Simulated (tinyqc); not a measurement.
## Gate voltage for a wanted density

Problem. A HEMT has a barrier of thickness d, permittivity eb and off voltage Voff; energies are counted from the channel band edge at the interface. F = q (eta ns + Nb)/(eps0 ec) in eV/nm; E_k = a_k (C F^2/me)^(1/3), a_0 = 2.338107, a_1 = 4.087949, C = hbar^2/(2 m0); D = me m0 q/(pi hbar^2); ns = D Vt [ln(1 + exp((EF - E_0)/Vt)) + ln(1 + exp((EF - E_1)/Vt))], which gives EF = E_0 + Vt ln{2 s/[(1 + u) + sqrt((1 + u)^2 + 4 u s)]} with s = exp(ns/(D Vt)) - 1, u = exp((E_0 - E_1)/Vt). Charge control: ns + Nb = eps0 eb (Vg - Voff - EF)/(q d). Find E_0, E_1, EF and the Vg that gives this ns.

Inputs (values chosen for the exercise); material values close to those of AlGaN on GaN:
```
symbol   value   unit                                         meaning
T          500      K                                     temperature
d           14     nm                               barrier thickness
me        0.21     m0                    electron mass in the channel
ec        9.71                   relative permittivity of the channel
eta     0.6875         share of ns that counts in the confining field
Nb           0  cm^-2                  depletion charge of the buffer
```

Constants: q = 1.602176634e-19 C, kB = 1.380649e-23 J/K, hbar = 1.054571817e-34 J s, m0 = 9.1093837015e-31 kg, Vt = kB T/q, eps0 = 8.8541878128e-14 F/cm where lengths are in cm, hbar^2/(2 m0) = 0.0380998212 eV nm^2. Results are converted to the units shown.

ns = 4.4e12 cm^-2
eb = 9.565
Voff = -2.8652198 V

Answer. In this direction nothing needs iterating: ns fixes the field, the levels and EF, and the charge-control relation gives Vg.

E_0 = 0.195 eV
E_1 = 0.340 eV
EF = 0.224 eV
Vg = -1.48 V

Program tinyqc, `OMP_NUM_THREADS=1 python tinyqc.py 2180111 2180112 out.jsonl`; Intel Xeon 2.30GHz, shared host, one thread, about 0.01 s.
